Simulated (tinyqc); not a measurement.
Haynes-Shockley experiment: drift, diffusion and decay of a minority-carrier pulse: one step, computed by the program tinyqc. Command: `OMP_NUM_THREADS=1 python tinyqc.py 3110194 3110195 out.jsonl haynes walk`. One thread of a shared host (Intel(R) Xeon(R) Processor @ 2.30GHz), about 0.01 s of CPU time with the checks.

A thin sheet of excess carriers is made at x = 0, t = 0 in a long uniform bar; injection is low, so the pulse moves with the minority mobility.

Problem. Transport coefficients. D = mu k_B T/e, v = mu F. Transit time d/v, diffusion length sqrt(D tau), drift length v tau, Peclet number v d/D = e F d/(k_B T).

Inputs (values chosen for the exercise, modelled on electrons in p-type silicon in a lightly doped bar):
```
quantity,value,unit
minority mobility mu,1240,cm^2/(V s)
lifetime tau,140,microsecond
temperature T,300,K
field F,8.9,V/cm
distance d to the collector,0.33,cm
```

Constants: k_B = 8.617333262e-05 eV/K.

Give: D; drift velocity v; transit time d/v; diffusion length; drift length v tau; Peclet number.

Solution.

D = 32.06 cm^2/s

drift velocity v = 11036 cm/s

transit time d/v = 29.90 microsecond

diffusion length = 669.9 micrometre

drift length v tau = 1.54504 cm

Peclet number = 113.6

The pulse must travel 0.214 drift lengths.
